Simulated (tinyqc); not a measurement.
Photoconductance decay in a wafer: bulk and surface recombination modes, and iron detection by pair splitting: one step, computed by the program tinyqc.

Both faces of the wafer have the same S; injection is low and all coefficients are constant. x runs from -W/2 to W/2.

Problem. Pairs form again. Association time tau_a = 5.7e5 (T/N_A) exp(0.66 eV/(k_B T)) s with T in K and N_A in 1/cm^3 (an empirical form); the unpaired share is exp(-t/tau_a).

Inputs (values chosen for the exercise, modelled on p-type silicon): boron density N_A = 1.9e+15 1/cm^3; storage temperature T = 300 K.

Constants: k_B = 8.617333262e-05 eV/K.

Give: tau_a; time until 5 % have paired; time until 99 % have paired.

Solution.

tau_a = 183.5 min

time until 5 % have paired = 564.7 s

time until 99 % have paired = 14.08 h
